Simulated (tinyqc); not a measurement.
# Junction parameters from two forward currents

Inverse problem. D(v) = J1 (exp(v/Vt) - 1) + J2 (exp(v/(2 Vt)) - 1). Find J1, J2 and the voltage 2 Vt ln(J2/J1) near which both parts are equal.

Parameters, values chosen for the exercise:
- T = 358 K (temperature)

Constants: q = 1.602176634e-19 C, kB = 1.380649e-23 J/K, Vt = kB T/q. Results are converted to the units shown.

junction voltages (V): [0.31, 0.65]
currents (uA/um): [6.1980238e-6, 0.0018103160]

Solution. The current is linear in J1 and J2, so two points give two equations.

J1 = 1.900e-13 uA/um
J2 = 4.100e-8 uA/um
crossover = 0.7578 V

Program tinyqc, `OMP_NUM_THREADS=1 python tinyqc.py 2182020 2182021 out.jsonl`; Intel Xeon 2.30GHz, shared host, one thread, about 0.2 s.
